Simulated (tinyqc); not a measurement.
Lateral field, substrate current, probability of reaching the oxide barrier and hot-carrier lifetime of a silicon transistor (pseudo-two-dimensional and lucky-electron models). From one set of inputs to another, one input at a time. Computed by tinyqc, a small Python program. Command: `OMP_NUM_THREADS=1 python tinyqc.py 3020428 3020429 out.jsonl hotcar ladder`. One thread of a shared host (Intel(R) Xeon(R) Processor @ 2.30GHz), about 0.01 s of CPU time with the checks.

Local-field models: a lucky carrier gains its energy at the peak field over a path free of collisions. Voltages are magnitudes.

The inputs printed are set A. Set A is modelled on a silicon n-channel; the values taken over come from a set modelled on a silicon p-channel. Inputs not listed in the table keep their values of set A, so the rows need not describe a real material.

Inputs (values chosen for the exercise, modelled on a silicon n-channel):
```
quantity                             value                      unit
channel length L                      1600                        nm
oxide thickness t                       40                        nm
junction depth x_j                     490                        nm
mobility mu                            360                cm^2/(V s)
saturation velocity v_s               0.83                  1e7 cm/s
threshold voltage V_T                 0.36                         V
gate voltage V_G                       2.7                         V
drain voltage V_D                        7                         V
ionisation prefactor A_i           2.3e+06                      1/cm
ionisation field B_i                  1.72                     MV/cm
hot-carrier mean free path lambda      7.5                        nm
oxide barrier phi_b                    3.1                        eV
interface-trap threshold phi_it        3.8                        eV
lifetime constant H                    700  s microampere/micrometre
```

Drain: abrupt.

Constants: eps_0 = 8.8541878128e-12 F/m.

Method:
- C_ox = 3.9 eps_0/t; F_sat = 2 v_s/mu; V_Dsat = V_ov F_sat L/(V_ov + F_sat L), V_ov = V_G - V_T; I_D/W = C_ox v_s (V_ov - V_Dsat).
- Scale length l = 0.22 t^(1/3) x_j^(1/2) (all in cm); F_m = sqrt(((V_D - V_Dsat)/l_e)^2 + F_sat^2), with l_e = l; length of the velocity-saturated region l_e ln((V_D - V_Dsat)/(l_e F_sat) + F_m/F_sat).
- Substrate current I_sub/I_D = (A_i/B_i)(V_D - V_Dsat) exp(-B_i/F_m); probability of reaching the oxide barrier exp(-phi_b/(e lambda F_m)); lifetime tau = (H/(I_D/W)) exp(phi_it/(e lambda F_m)).
- V_10 solves tau = 3.156e8 s at the given V_G. The extrapolation fits ln(tau) against 1/V_D at 1, 1.08, 1.16 and 1.25 times the given V_D (rounded to 3 digits) by least squares and reads off the same tau.

Each row keeps all changes above it; columns: (1) input moved; (2) from; (3) to; (4) substrate current I_sub/W (microampere/micrometre); (5) lifetime tau (s); (6) ten-year drain voltage V_10 (V):
```
(1)                                      (2)  (3)    (4)        (5)    (6)
set A                                      -    -   0.11  2.020e+11   9.10
oxide thickness t (nm)                    40   15   2.43  1.415e+08   6.76
drain voltage V_D (V)                      7  6.5   1.22  8.060e+08   6.76
hot-carrier mean free path lambda (nm)   7.5  4.6   1.22  1.020e+14   9.96
gate voltage V_G (V)                     2.7  3.4   1.04  8.258e+14  10.13
mobility mu (cm^2/(V s))                 360  110   0.48  4.645e+14  10.74
junction depth x_j (nm)                  490  150   5.38  4.164e+09   7.15
channel length L (nm)                   1600  800  13.20  7.245e+08   6.71
```

Which inputs carry the difference?

Substrate current I_sub/W goes from 0.108 to 13.2, a factor 122 in all. The largest single move comes from oxide thickness t (a factor 22.5), and mobility mu works against it (a factor 0.461). Lifetime tau goes from 2.02e11 to 7.24e8, a factor 0.00359 in all. The largest single move comes from hot-carrier mean free path lambda (a factor 127000), but it runs against the net change; the largest move in the direction of the net change is junction depth x_j (a factor 8.96e-6). Ten-year drain voltage V_10 goes from 9.10 to 6.71, a factor 0.738 in all. The largest single move comes from junction depth x_j (a factor 0.666), and hot-carrier mean free path lambda works against it (a factor 1.47). The single moves hold for this order of the switches; the total does not depend on the order.

Caution (rows channel length L): multiplication above 10 % feeds back on the field and the source barrier (snapback), which the model leaves out.

Extremes, crossings and ranges named in words are read from the listed rows.
